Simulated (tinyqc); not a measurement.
# From width change per 1 % of dose back to forward range alpha

Model: electron-beam lithography: double-Gaussian proximity function, edge placement and dose correction for parallel lines. Computed by tinyqc, a small Python program. Command: `OMP_NUM_THREADS=1 python tinyqc.py 3111490 3111491 out.jsonl proximity inv`. One thread of a shared host (Intel(R) Xeon(R) Processor @ 2.30GHz), about 0.01 s of CPU time with the checks.

Lines are infinitely long. Absorbed energy is counted so that the middle of a very large area written at dose 1 receives 1; the resist develops where it exceeds 1/2.

Inputs (values chosen for the exercise, of the order of those for 20 keV electrons in resist on silicon):
```
quantity                              value               unit
backscatter ratio eta                  0.68                  -
base dose D0                            770  microcoulomb/cm^2
width of the test line                 0.15         micrometre
pattern density around the test line   0.37                  -
```

Method. A test line of width w << beta in surroundings of density rho, all at dose d: near its edge E(x) = d [S + eta rho]/(1 + eta), S = [erf((b - x)/alpha) - erf((a - x)/alpha)]/2 for edges a and b, the second term being the background energy. Dose to size d_s = (1 + eta)/(erf(w/alpha) + 2 eta rho), dose = d_s D0; edge slope d [1 - exp(-w^2/alpha^2)]/(sqrt(pi) alpha (1 + eta)); width change per 1 % of dose = 2 x 0.01 x (1/2)/slope.

Task: A run gave the result below. Find the forward range alpha, known to lie between 0.0084 and 0.022 micrometre.

width change per 1 % of dose = 0.2925459 nm

Result:

Each step takes the trial c = (a f_b - b f_a)/(f_b - f_a), f being the result less the target and a, b, c the logarithms of the listed values; c replaces end b, the old b replaces a if the sign of f changed, and otherwise f_a is halved.

Scan of the range:
```
forward range alpha (micrometre)  width change per 1 % of dose (nm)
0.00840                                                    0.223806
0.00986                                                    0.262705
0.01160                                                    0.309065
0.01360                                                    0.362352
0.01600                                                    0.426296
0.01870                                                    0.498234
0.02200                                                    0.586158
```

False position (Illinois rule, in the logarithm of the input) inside the bracket:
```
step      end a      end b      trial  width change per 1 % of dose (nm)
1     0.0098600  0.0116000  0.0109473                           0.291676
2     0.0116000  0.0109473  0.0109791                           0.292522
3     0.0116000  0.0109791  0.0109808                           0.292568
4     0.0109791  0.0109808  0.0109800                           0.292546
5     0.0109808  0.0109800  0.0109800                           0.292546
```

Width change per 1 % of dose rises at every point of a 13-point scan of the range (every second point is shown), so one value fits; it is bracketed by 0.00986 and 0.0116. The scan shows a pure power law with exponent 1.000, so scaling from any one row also gives the answer directly. Answer: forward range alpha = 0.01098 micrometre.
